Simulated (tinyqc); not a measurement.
Stacked nanosheet transistor, parasitic resistance, capacitance and delay: one step of the calculation.

Ns sheets share one contact on top; each has perimeter p = 2 (Ws + ts) and cross-section A = Ws ts; contact width Wc = Ws + 10 nm, stack height Hs = Ns pv. Sheet 1 is the top one. Contact length Lc = CPP - Lg - 2 Lsp, shared by two neighbouring gates. Source and drain sides are equal. The formulas are first-order estimates, not field solutions.

Question. Capacitances. With N sheets: gate Cg = Cinv p N Lg; per side, plate Cp = ks eps0 [Wc (Hs + Hc) - N A]/Lsp, top fringe Cf = (2/pi) ks eps0 Wc ln(1 + Lg/(2 Lsp)), overlap Co = Cinv p N Lov. Cs = Cp + Cf + Co. An inverter of two such devices driving an equal one has the load CL = 2 (Cg + 2 Cs) + 4 Cs + Cw (its own drains counted twice for the Miller effect).

Inputs (values chosen for the exercise); values close to those of silicon logic devices:
- Ns = 4 (number of sheets)
- Ws = 20 nm (sheet width)
- ts = 6 nm (sheet thickness)
- pv = 18 nm (vertical pitch of the sheets)
- Lg = 14 nm (gate length)
- Lsp = 8 nm (spacer length)
- ks = 4 (relative permittivity of the spacer)
- Hc = 15 nm (gate height above the channel stack)
- Lov = 1.5 nm (gate overlap)
- Cinv = 3.4 uF/cm^2 (inversion capacitance)
- Cw = 0.24 fF (wire load)

Constants: eps0 = 8.8541878128e-12 F/m. Results are converted to the units shown.

Wanted: Cg; Cp; Cf; Co; CL.

Answer.

Cg = 99.008 aF
Cp = 9.4297 aF
Cf = 0.42520 aF
Co = 10.608 aF
CL = 601.72 aF

The channel capacitance gives 32.9 % of CL, the parasitic parts 27.2 % and the wire 39.9 %.

Numbers from tinyqc (`OMP_NUM_THREADS=1 python tinyqc.py 2170148 2170149 out.jsonl`; about 0.08 s on one thread of a shared Intel Xeon 2.30GHz).
